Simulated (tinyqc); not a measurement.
Sharp and graded interfaces: valley splitting in a one-orbital chain of atomic planes (second-neighbour model).

Each (001) plane carries one orbital with energy e0, hopping v to the next plane and u to the second: E(phi) = e0 + 2 v cos(phi) + 2 u cos(2 phi), where phi = pi - k a/4 (the sign of every second orbital is chosen so that v > 0, which shifts the phase by pi). The minimum lies at cos(phi0) = -v/(4u), phi0 = pi - (pi/2) k0 for a valley at k0 (2 pi/a), and e0 puts it at zero. A slab of N planes has hard walls: the matrix simply ends.

A well of Nw planes between barriers of 40 planes each (as of a SiGe alloy, taken as an offset alone). With x = j - 39.5 for plane j = 0, 1, ..., the potential is V0 (f(x) + f(Nw - x)) + F (j - 40) a/4, f(y) = 1/(1 + exp(y/L)), a step for L = 0; L is in planes, 4 L is about the distance over which f goes from 0.88 to 0.12, and 1 MV/m = 1e-4 V/angstrom.

Inputs chosen for the exercise (near those of the Delta valleys of silicon; abrupt walls in this chain split the valleys several times more than measured wells; the results hold for these values, not for the real material): a = 5.427 angstrom (lattice constant; planes lie a/4 apart); V0 = 0.1 eV (barrier height); F = 5 MV/m (field); Nw = 44 (planes in the well).

u = 0.588790 eV
v = 0.692512 eV
e0 = 1.381207 eV

The lowest doublet for several interface widths L.

Doublet:

| L (planes) | 4 L (angstrom) | mean level (meV) | splitting (micro-eV) |
|---|---|---|---|
| 0.00 | 0.00 | 20.01 | 771.11 |
| 0.25 | 1.36 | 20.07 | 435.07 |
| 0.50 | 2.71 | 20.18 | 99.62 |
| 0.75 | 4.07 | 20.32 | 19.79 |
| 1.00 | 5.43 | 20.51 | 3.61 |
| 1.50 | 8.14 | 21.01 | 0.10 |
| 2.00 | 10.85 | 21.65 | 0.00 |

The mean level moves by +1.6 meV over the table, while the splitting falls from 771.1 micro-eV at a step to 3.61 at L = 1 plane, a factor 214. Coupling the valleys needs the Fourier component of the potential at twice the valley wave vector, a period of a few planes, and grading removes it. Random alloy disorder, left out here, sets the splitting once this part is gone.

Run: tinyqc, `OMP_NUM_THREADS=1 python tinyqc.py 1480296 1480297 out.jsonl`; Intel(R) Xeon(R) Processor @ 2.30GHz, one thread, shared host; about 0.01 s of CPU time with all checks.
